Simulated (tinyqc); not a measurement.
Inside a calculation. Method: tight binding, dimerised chain. One step of it, computed by the program tinyqc.

Task: Bloch Hamiltonian at k. H_AA = +delta, H_BB = -delta, H_AB = -t1 - t2 exp(-i k a).

Parameters chosen for this model:
```
parameter     value                      unit
t1         1.290000       eV, inside the cell
t2         2.140000         eV, between cells
delta             0  eV, +/- on the two sites
```

k point k (2 pi / a): 0.310000

Give: H(k) at k.

Result:

H(k) at k (eV):
```
                 A                B
A           0.0000  -0.5022+1.9897i
B  -0.5022-1.9897i           0.0000
```
